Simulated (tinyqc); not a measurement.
Inside a calculation. Method: sp3 tight binding, zinc-blende lattice. One step of it, computed by the program tinyqc.

Task: Levels at X. Diagonalise the Hermitian matrix.

H(k) at X (eV):
```
                     a s                a px                a py                a pz
a s           -16.050000            0.000000            0.000000            0.000000
a px            0.000000           -8.890000            0.000000            0.000000
a py            0.000000            0.000000           -8.890000            0.000000
a pz            0.000000            0.000000            0.000000           -8.890000
c s             0.000000  0.000000+3.227788i            0.000000            0.000000
c px  0.000000-3.227788i            0.000000            0.000000            0.000000
c py            0.000000            0.000000            0.000000  0.000000-4.570770i
c pz            0.000000            0.000000  0.000000-4.570770i            0.000000

                     c s                c px                c py                c pz
a s             0.000000  0.000000+3.227788i            0.000000            0.000000
a px  0.000000-3.227788i            0.000000            0.000000            0.000000
a py            0.000000            0.000000            0.000000  0.000000+4.570770i
a pz            0.000000            0.000000  0.000000+4.570770i            0.000000
c s            -9.260000            0.000000            0.000000            0.000000
c px            0.000000           -5.350000            0.000000            0.000000
c py            0.000000            0.000000           -5.350000            0.000000
c pz            0.000000            0.000000            0.000000           -5.350000
```

Give: eigenvalues.

Result:

eigenvalues (eV): -16.9483  -12.3081  -12.0215  -12.0215  -5.8419  -4.4517  -2.2185  -2.2185
